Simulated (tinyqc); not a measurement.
From results back to parameters: phonon-assisted absorption at an indirect gap. Five cases, with inputs chosen for the exercise.

Problem. A slab transmits Tr = (1 - R)^2 x/(1 - R^2 x^2) with x = exp(-alpha d) and R = ((nr - 1)/(nr + 1))^2.

Find: x; alpha.

Method. Tr R^2 x^2 + (1 - R)^2 x - Tr = 0; take the positive root, then alpha = -ln(x)/d.

Case 1.

Values chosen (out of a larger set: loosely those of Si at room temperature; Eg is not tied to T; not measured data): nr = 3.67 (refractive index); d = 110 micrometre (thickness).

Tr = 0.351358

Solution.

x = 0.7312
alpha = 28.5 1/cm

Case 2.

Values chosen (out of a larger set: loosely those of Si at room temperature; Eg is not tied to T; not measured data): nr = 3.58 (refractive index); d = 6.2 micrometre (thickness).

Tr = 0.298732

Solution.

x = 0.6165
alpha = 780 1/cm

Case 3.

Values chosen (out of a larger set: loosely those of GaP at room temperature; Eg is not tied to T; not measured data): nr = 3.43 (refractive index); d = 8.9 micrometre (thickness).

Tr = 0.317298

Solution.

x = 0.6261
alpha = 526 1/cm

Case 4.

Values chosen (out of a larger set: loosely those of GaP at room temperature; Eg is not tied to T; not measured data): nr = 3.44 (refractive index); d = 0.58 micrometre (thickness).

Tr = 0.516088

Solution.

x = 0.9686
alpha = 549 1/cm

Case 5.

Values chosen (out of a larger set: loosely those of Si at room temperature; Eg is not tied to T; not measured data): nr = 3.66 (refractive index); d = 3.6 micrometre (thickness).

Tr = 0.472495

Solution.

x = 0.9417
alpha = 167 1/cm

Computed by tinyqc, one run a case: `OMP_NUM_THREADS=1 python tinyqc.py N N+1 out.jsonl` with N = 1681595, 1681703, 1681831, 1681839, 1681845; one thread of a shared Intel(R) Xeon(R) Processor @ 2.30GHz, about 0.01 s a run at most.
